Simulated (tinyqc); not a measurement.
Gate sweep: ballistic transport through the one-dimensional subbands of a rectangular nanowire or nanosheet channel. Computed by tinyqc, a small Python program. Command: `OMP_NUM_THREADS=1 python tinyqc.py 3014517 3014518 out.jsonl wire walk`. One thread of a shared host (Intel(R) Xeon(R) Processor @ 2.30GHz), about 0.01 s of CPU time with the checks.

Hard walls, parabolic subbands, transport along x. Energies are counted from the bulk conduction band edge at the top of the barrier, which the gate pulls down by U; the source Fermi level lies at the bulk edge when U = 0.

Inputs (values chosen for the exercise, modelled on In0.53Ga0.47As):
```
quantity                      value  unit
mass m                        0.046   m_0
height a                          9    nm
width b                          10    nm
equivalent oxide thickness t    2.4    nm
drain voltage V_D              0.01     V
temperature T                    77     K
```

Valleys: single isotropic valley.

Constants: hbar^2/(2 m_0) = 3.80998212 eV angstrom^2; k_B = 8.617333262e-05 eV/K; m_0 = 9.1093837015e-31 kg; k_B = 1.380649e-23 J/K; hbar = 1.054571817e-34 J s; eps_0 = 8.8541878128e-12 F/m; e = 1.602176634e-19 C; h = 6.62607015e-34 J s.

Method:
- E_pq = (hbar^2 pi^2/2)(p^2/(m_y b^2) + q^2/(m_z a^2)); m_x = m_y = m_z = m, degeneracy g = 1; the 10 lowest subbands are kept.
- F_j(eta) = (1/Gamma(j + 1)) int_0^infinity x^j/(1 + exp(x - eta)) dx, F_0 = ln(1 + exp(eta)). Integrals over x = E/(k_B T) use 160 Gauss-Legendre points in u = sqrt(x) from 0 to sqrt(max(eta, 0) + 32).
- With degeneracy g = 1, eta_i = (U - E_i)/(k_B T) and u = e V_D/(k_B T): line density n = sum_i g sqrt(2 m_x k_B T/pi)/(2 hbar) [F_-1/2(eta_i) + F_-1/2(eta_i - u)]; gate: e n = C_ox (V_G - U/e), C_ox = 3.9 eps_0 2 (a + b)/t (flat-plate estimate); I = (2 e k_B T/h) sum_i g [F_0(eta_i) - F_0(eta_i - u)].
- Open modes are sum_i g/(1 + exp(-eta_i)). The last column is e dn/dV_G over C_ox, taken up to the next row.

Subbands:
```
valley axis  p  q  E (meV)  m_x (m_0)
-            1  1   182.67      0.046
-            2  1   427.90      0.046
-            1  2   485.43      0.046
-            2  2   730.67      0.046
-            3  1   836.63      0.046
-            1  3   990.03      0.046
-            3  2  1139.39      0.046
-            2  3  1235.27      0.046
-            4  1  1408.85      0.046
-            3  3  1644.00      0.046
```

Against the gate voltage:
```
V_G (V)  U (meV)    n (1/nm)  I (microampere)  open modes    C_g/C_ox
-0.120   -120.00  4.7769e-22       6.1983e-21  1.5488e-20  7.4947e-15
-0.017    -17.00  2.6343e-15       3.4182e-14  8.5410e-14  3.0009e-07
0.100     100.00  1.1981e-07       1.5547e-06  3.8846e-06  1.9252e-01
0.230     204.97  8.5409e-02       7.1757e-01  9.6648e-01  3.3962e-01
0.330     271.01  2.0131e-01       7.7481e-01  1.0000e+00  2.2287e-01
0.460     372.04  3.0018e-01       7.7490e-01  1.0002e+00  3.7047e-01
0.600     460.17  4.7717e-01       1.5447e+00  2.0141e+00  5.4442e-01
0.760     533.06  7.7442e-01       2.3231e+00  2.9992e+00  4.4312e-01
0.930     627.73  1.0315e+00       2.3244e+00  3.0000e+00  3.9415e-01
1.100     730.73  1.2601e+00       2.5794e+00  3.5024e+00           -
```

Between the first two rows the current rises one decade per 15 mV, against the limit ln(10) k_B T/e = 15 mV. Above threshold C_g/C_ox lies between 0.22 and 0.54: the quantum capacitance in series costs much, since the density of states of these subbands is small. It dips where a subband has filled past its van Hove peak and recovers when the next one opens or the drain starts to fill the band. Caution: confinement energies this large call for non-parabolicity and barrier penetration, which lower the subbands and raise the mass.

Extremes, crossings and ranges named in words are read from the listed rows.
